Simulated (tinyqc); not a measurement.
# MESFET, gradual channel with velocity saturation: several studies

A uniformly doped n-type channel, depleted from the top by a Schottky gate; at channel potential V the depleted share of a is u = sqrt((Vbi - Vg + V)/Vp), s at the source. Electrons drift with v = mu E/(1 + mu E/vsat). Abrupt depletion edge, no series resistance, source at 0.

Values chosen for this exercise; material values close to those of 4H silicon carbide: temperature T = 325 K; relative permittivity of the semiconductor eps_r = 9.53; conduction-band density of states at T Nc = 1.93e19 cm^-3; donor density of the channel Nd = 1.5e17 cm^-3; channel thickness a = 130 nm; low-field mobility at this doping mu = 420 cm^2/(V s); saturation velocity vsat = 2.7e7 cm/s; gate length L = 2 um; gate width W = 200 um; Schottky barrier phiB = 0.66 V; gate voltage Vg = 0 V.

Constants: q = 1.602176634e-19 C, kB = 1.380649e-23 J/K, Vt = kB T/q, eps0 = 8.8541878128e-14 F/cm where lengths are in cm. Results are converted to the units shown.

Each table varies one quantity; the others keep the values above.

## Effect of the channel thickness on saturation

Vbi = phiB - Vt ln(Nc/Nd); Vp = q Nd a^2/(2 eps0 eps_r); G0 = q mu Nd a W/L; Z = mu Vp/(vsat L); s = sqrt((Vbi - Vg)/Vp). I = (G0 Vp/3) F/(1 + Z (u^2 - s^2)), F = 3 (u^2 - s^2) - 2 (u^3 - s^3), with u at V = Vd; Z = 0 gives constant mobility, for which u stops at 1. The current peaks at u = um, the root of (1 - u)(1 + Z (u^2 - s^2)) = Z F/3; beyond Vdsat = Vp (um^2 - s^2) it is held at that value. gm = G0 (um - s)/(1 + Z (um^2 - s^2)).

Effect of the channel thickness on saturation:
```
a (nm),Z,um,Vdsat (V),Isat (mA),Isat for Z = 0 (mA),gm (mS)
81,0.072670,0.99630,0.40346,0.38882,0.40113,1.9615
99,0.10856,0.98868,0.84033,1.4550,1.5519,3.5265
120,0.15950,0.97655,1.4316,3.6516,4.0717,5.1341
150,0.24921,0.95549,2.4013,8.6648,10.376,7.0309
180,0.35886,0.93199,3.4837,15.887,20.562,8.5057
210,0.48845,0.90746,4.6476,25.219,35.405,9.6312
260,0.74874,0.86657,6.7051,45.023,72.601,10.923
```

Read the table: what changes, and by how much?

As a goes from 81 to 260 nm, Vdsat rises from 0.403 to 6.71 V, Isat rises from 0.389 to 45.0 mA and gm rises from 1.96 to 10.9 mS. Isat is 0.969 of the constant-mobility value in the first row and 0.620 in the last.

## Effect of the saturation velocity on saturation

Same model as above.

The same in every row: Isat for Z = 0 (mA) = 5.790.

Result of one run:
```
vsat (cm/s),Z,um,Vdsat (V),Isat (mA),gm (mS)
4.8e6,1.053,0.8871,1.370,3.387,3.450
```

What becomes of these results when the saturation velocity vsat is changed from 4.8e6 to 1.2e7 cm/s, all else the same?

Result of the changed run:
```
vsat (cm/s),Z,um,Vdsat (V),Isat (mA),gm (mS)
1.2e7,0.4212,0.9408,1.606,4.437,4.857
```

The whole series:
```
vsat (cm/s),Z,um,Vdsat (V),Isat (mA),gm (mS)
3e6,1.685,0.8515,1.221,2.783,2.723
4.8e6,1.053,0.8871,1.370,3.387,3.450
7.7e6,0.6564,0.9176,1.503,3.963,4.198
1.2e7,0.4212,0.9408,1.606,4.437,4.857
2e7,0.2527,0.9610,1.699,4.874,5.505
3.1e7,0.1630,0.9734,1.756,5.155,5.943
5e7,0.1011,0.9828,1.801,5.374,6.297
```

As vsat goes from 3e6 to 5e7 cm/s, Vdsat rises from 1.22 to 1.80 V, Isat rises from 2.78 to 5.37 mA and gm rises from 2.72 to 6.30 mS. Isat is 0.481 of the constant-mobility value in the first row and 0.928 in the last.

## Effect of the donor density of the channel on saturation

Same model as above.

Effect of the donor density of the channel on saturation:
```
Nd (cm^-3),Z,um,Vdsat (V),Isat (mA),Isat for Z = 0 (mA),gm (mS)
7.5e16,0.09359,0.9916,0.6785,0.7122,0.7504,2.144
1e17,0.1248,0.9845,1.043,1.740,1.884,3.393
1.4e17,0.1747,0.9728,1.604,4.278,4.831,5.344
1.8e17,0.2246,0.9613,2.140,7.834,9.205,7.199
2.5e17,0.3120,0.9422,3.023,16.24,20.34,10.20
3.3e17,0.4118,0.9224,3.958,28.82,38.56,13.27
4.5e17,0.5616,0.8960,5.242,52.62,76.94,17.31
```

As Nd goes from 7.5e16 to 4.5e17 cm^-3, Vdsat rises from 0.679 to 5.24 V, Isat rises from 0.712 to 52.6 mA and gm rises from 2.14 to 17.3 mS. Isat is 0.949 of the constant-mobility value in the first row and 0.684 in the last.

Computed by the program tinyqc: `OMP_NUM_THREADS=1 python tinyqc.py 2500152 2500153 out.jsonl`, one thread of a shared Intel Xeon 2.30GHz, about 0.07 s for the whole run.
